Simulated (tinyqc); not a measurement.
## Lossy interposer transmission line with skin effect: line properties against frequency

A uniform line in a homogeneous dielectric: c = sqrt(er)/(c0 Z0), l = Z0 sqrt(er)/c0 (c0 = 299792458 m/s), g = w c td, w = 2 pi f. The resistance joins its limits as r = sqrt(r_dc^2 + r_hf^2), with r_dc = rho/(wd th), r_hf = kr rho/(2 delta (wd + th)), delta = sqrt(rho/(pi f mu0)), mu0 = 4 pi 1e-7 H/m; this is an interpolation, and internal inductance, up to 0.05 nH/mm at low frequency, is neglected.

gamma = sqrt((r + i w l)(g + i w c)) = alpha + i beta, Zc = sqrt((r + i w l)/(g + i w c)), roots with positive real part; loss 8.685889638 alpha in dB; phase velocity w/beta. ZL = 1/(1/RL + i w CL); reflection (ZL - Zc)/(ZL + Zc); Zin = Zc (ZL + Zc tanh(gamma len))/(Zc + ZL tanh(gamma len)); H = V_load/V_source = [Zin/(Zin + Rg)]/[cosh(gamma len) + (Zc/ZL) sinh(gamma len)].

Inputs (values chosen for the exercise): width of the strip wd = 9.1 um; thickness of the strip th = 0.78 um; resistivity rho = 2 uohm cm; relative permittivity er = 3.9; loss tangent td = 0.02; lossless impedance sqrt(l/c) Z0 = 40 ohm; factor for crowding and the return path kr = 2; length len = 10 mm; source resistance Rg = 100 ohm; load resistance RL = 1000 ohm; load capacitance CL = 0 fF.

Result of one run:
```
r (ohm/mm)  r/(w l)  loss (dB/mm)  |Zc| (ohm)  phase velocity over c0  length in wavelengths  |H| (dB)
2.8306       18.997      0.098158      174.44                 0.16156               0.018582   -1.0962
```

Which frequency f gave this result: 0.09, 2, 7, 20 or 60 GHz?

f = 0.09 GHz.

The whole series:
```
f (GHz)  r (ohm/mm)   r/(w l)  loss (dB/mm)  |Zc| (ohm)  phase velocity over c0  length in wavelengths  |H| (dB)
0.01         2.8191    170.28      0.033409      521.92                0.055264              0.0060358   -1.0499
0.03         2.8220    56.818      0.057564      301.50                0.095101               0.010522   -1.0569
0.09         2.8306    18.997      0.098158      174.44                 0.16156               0.018582   -1.0962
0.3          2.8604    5.7592       0.16987      96.699                 0.27602               0.036255   -1.4360
0.8          2.9303    2.2124       0.24679      62.321                 0.38928               0.068551   -3.0684
2            3.0915   0.93365       0.31630      46.782                 0.46717                0.14280   -7.1244
7            3.6880   0.31823       0.42106      40.972                 0.50098                0.46608   -8.1334
20           4.9109   0.14831       0.60386      40.214                 0.50534                 1.3202   -11.790
60           7.5147  0.075650        1.0312      40.053                 0.50617                 3.9539   -15.241
```

r equals w l at 1.86 GHz: below it |Zc| and the delay grow as in an RC line, above it |Zc| tends to Z0 = 40 ohm and the velocity to 1/sqrt(er) = 0.506 c0. The loss goes as f^(0.50) between the first two rows and f^(0.49) between the last two. |H| is -1.05 dB in the first row and -15.2 dB in the last; between rows it can pass through resonances that the table doesn't show.

tinyqc, about 0.01 s, one thread, Intel Xeon 2.30GHz (shared host): `OMP_NUM_THREADS=1 python tinyqc.py 2810216 2810217 out.jsonl`
